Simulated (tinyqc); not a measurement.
Density of states of one tight-binding band on the triangular lattice: one step. Energies on the mesh. Four cases, with inputs chosen for the exercise.

Problem. Evaluate the band at all 16 points and collect equal values.

E(k) = -2 t (cos 2 pi k1 + cos 2 pi k2 + cos 2 pi (k1 + k2)); k in fractions of the reciprocal vectors, mesh k_i = j/N with j = 0 .. N-1. Densities are per cell and per spin, so the band holds one state.

Give: Distinct energies.

Case 1.

Values chosen: t = 2.35 eV (nearest hopping); N = 4 (mesh points along each axis).

Solution.

Distinct energies:
```
E_k (eV)  points
-14.1000       1
-4.7000        6
4.7000         9
```

The 16 points give 3 distinct energies between -14.1000 and 4.7000 eV; a dense mesh gives a band from -14.100 to 7.050 eV.

Case 2.

Values chosen: t = 0.47 eV (nearest hopping); N = 4 (mesh points along each axis).

Solution.

Distinct energies:
```
E_k (eV)  points
-2.8200        1
-0.9400        6
0.9400         9
```

The 16 points give 3 distinct energies between -2.8200 and 0.9400 eV; a dense mesh gives a band from -2.820 to 1.410 eV.

Case 3.

Values chosen: t = 0.32 eV (nearest hopping); N = 4 (mesh points along each axis).

Solution.

Distinct energies:
```
E_k (eV)  points
-1.9200        1
-0.6400        6
0.6400         9
```

The 16 points give 3 distinct energies between -1.9200 and 0.6400 eV; a dense mesh gives a band from -1.920 to 0.960 eV.

Case 4.

Values chosen: t = 2.21 eV (nearest hopping); N = 4 (mesh points along each axis).

Solution.

Distinct energies:
```
E_k (eV)  points
-13.2600       1
-4.4200        6
4.4200         9
```

The 16 points give 3 distinct energies between -13.2600 and 4.4200 eV; a dense mesh gives a band from -13.260 to 6.630 eV.

Computed by tinyqc, one run a case: `OMP_NUM_THREADS=1 python tinyqc.py N N+1 out.jsonl` with N = 1651730, 1652512, 1652761, 1680166; one thread of a shared Intel(R) Xeon(R) Processor @ 2.30GHz, about 0.09 s a run at most.
